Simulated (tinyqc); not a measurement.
Avalanche multiplication and breakdown of a junction from ionisation integrals: one step, computed by the program tinyqc. Command: `OMP_NUM_THREADS=1 python tinyqc.py 3007363 3007364 out.jsonl impact walk`. One thread of a shared host (Intel(R) Xeon(R) Processor @ 2.30GHz), about 0.01 s of CPU time with the checks.

Ionisation coefficients follow the local field. Position x runs through the depletion layer from the p side (x = 0), where electrons enter, to the n side (x = w), where holes enter. The built-in voltage is neglected.

Question. Multiplication and noise. M_n = 1/(1 - I_n), M_p = M_n exp(-Phi(w)); McIntyre excess noise for the carrier with the larger M, F_x = k M + (1 - k)(2 - 1/M), with k = (smaller M - 1)/(larger M - 1).

Junction: one-sided abrupt p+n.

Every 50th point:
```
x (micrometre)  F (MV/cm)  alpha_n (1/cm)  alpha_p (1/cm)        Phi  I_n up to x
0.00000         0.2084724    2.167847e+03    1.063354e+02  0.0000000    0.0000000
2.05480         0.1824133    9.460815e+02    2.700668e+01  0.2960803    0.2670203
4.10959         0.1563543    3.131808e+02    4.343724e+00  0.4143527    0.3518618
6.16439         0.1302952    6.662058e+01    3.363642e-01  0.4482429    0.3741051
8.21919         0.1042362    6.536244e+00    7.248214e-03  0.4539742    0.3777681
10.27398        0.0781771    1.364148e-01    1.209483e-05  0.4543678    0.3780182
12.32878        0.0521181    5.941932e-05    3.367731e-11  0.4543727    0.3780213
14.38358        0.0260590    4.910508e-15    7.270266e-28  0.4543727    0.3780213
16.43837        0.0000000               0               0  0.4543727    0.3780213
```

Give: M_n; M_p; effective k; excess noise factor.

Answer.

M_n = 1.608

M_p = 1.021

effective k = 0.03404

excess noise factor = 1.386

Injecting electrons gives the larger gain and, at equal gain, the lower noise.
